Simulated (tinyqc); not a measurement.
Worked calculation: coherent transport through a tight-binding region between two chains. One step of it, computed by the program tinyqc.

Problem. Transmission at E = 0.72 eV. Surface Green function g = (E - i sqrt(4 t^2 - E^2)) / (2 t^2); self-energy tc^2 g on each contact site; G = (E - H - Sigma)^(-1); Gamma = -2 Im Sigma; T = Gamma_L Gamma_R |G_LR|^2; local density of states -Im G_ii / pi.

H of the central region (eV), lower triangle:
```
           1          2          3          4
1   0.800000
2  -1.030000   0.110000
3   0.000000  -1.030000   0.870000
4  -1.030000   0.000000  -1.030000  -0.310000
```

Leads: semi-infinite chains with site energy 0:

| parameter | value |
|---|---|
| lead hopping t (eV) | 1.630000 |
| coupling to the left lead (eV) | 0.310000 |
| coupling to the right lead (eV) | 1.440000 |
| left contact site | 1 |
| right contact site | 4 |

E = 0.720000 eV

Give: g; G; local density of states; transmission.

Solution.

g = 0.1355-0.5983i 1/eV

G (1/eV), lower triangle:
```
                 1                2                3               4
1  -4.0124-1.0305i
2   0.3868+0.2220i   0.4374-0.3570i
3   3.7833+0.8991i   0.3250-0.0106i  -3.9758-0.8928i
4   0.1641-0.0911i  -0.3901+0.3554i   0.0669-0.1194i  0.3998-0.3728i
```

local density of states (1/eV): 0.3280  0.1136  0.2842  0.1187

transmission = 0.0101
